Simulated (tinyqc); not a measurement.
A square-lattice strip 2 sites wide in a magnetic flux, recursive Green functions: effect of the flux.

The device has N = 4 slices of 2 site(s), nearest-neighbour hopping -t, and site energies U; the leads are semi-infinite continuations with site energy 0 and no flux. The hopping from slice i to i + 1 inside the device carries the phase exp(2 pi i f j) on row j = 1, 2, ...: V = <i+1|H|i> = -t diag(exp(2 pi i f j)).

Transverse modes n = 1..2: chi_n(j) = sqrt(2/3) sin(pi n j/3), energy e_n = -2 t cos(pi n/3). Sigma = t^2 sum_n chi_n chi_n^T g(E - e_n), g(x) = (x - i sqrt(4 t^2 - x^2))/(2 t^2) for |x| < 2 t and (x - sign(x) sqrt(x^2 - 4 t^2))/(2 t^2) otherwise; Gamma = i (Sigma - Sigma^dagger); both leads give the same. Forward pass: g_1 = (E - H_1 - Sigma)^(-1), g_i = (E - H_i - V g_(i-1) V^dagger)^(-1), with Sigma also subtracted on the last slice; G_(i,1) = g_i V G_(i-1,1), starting from g_1. H_i is the block of slice i: its site energies on the diagonal and -t between neighbouring rows. T(E) = Tr[Gamma G_(N,1) Gamma G_(N,1)^dagger].

Inputs (values chosen for the exercise):
```
symbol,value,unit,meaning
t,1,eV,hopping (matrix element -t)
U,"[-0.5, 0.09, 0.22, -0.02, 1.06, 0.54, -0.59, 0.28]",eV,"site energies, slice by slice (2 a slice)"
E,-1.53,eV,energy
```

Effect of the flux:

| f (h/q) | T(E) |
|---|---|
| -0.5 | 0.057843 |
| -0.4 | 0.16195 |
| -0.3 | 0.46941 |
| -0.2 | 0.89545 |
| -0.1 | 0.80281 |
| 0 | 0.77643 |
| 0.1 | 0.80281 |
| 0.2 | 0.89545 |
| 0.3 | 0.46941 |
| 0.4 | 0.16195 |
| 0.5 | 0.057843 |

What does the comparison show?

T(E) is the same at f and -f, as it must be for two terminals, and repeats with period 1 in f. It is 0.776 without flux, 0.0578 at half a quantum, and lies between 0.0578 and 0.895 in these rows.

Computed by the program tinyqc: `OMP_NUM_THREADS=1 python tinyqc.py 2660017 2660018 out.jsonl`, one thread of a shared Intel Xeon 2.30GHz, about 0.01 s for the whole run.
